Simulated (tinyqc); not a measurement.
Internal loss and injection efficiency from two cavity lengths.

Inverse problem. The differential efficiency of both facets obeys 1/eta_d = (1/eta)[1 + 2 ai Lc/ln(1/(R1 R2))]. Find eta and ai.

Inputs (values chosen for the exercise): front reflectance R1 = 0.05; back reflectance R2 = 0.95.

differential efficiency at Lc = 250 and 625 um: [0.73585021, 0.70237230]

Solution. 1/eta_d is linear in Lc: the intercept is 1/eta, and slope over intercept is 2 ai/ln(1/(R1 R2)).

eta = 0.760
ai = 2.00 1/cm

Computed by the program tinyqc: `OMP_NUM_THREADS=1 python tinyqc.py 2840119 2840120 out.jsonl`, one thread of a shared Intel Xeon 2.30GHz, about 0.02 s for the whole run.
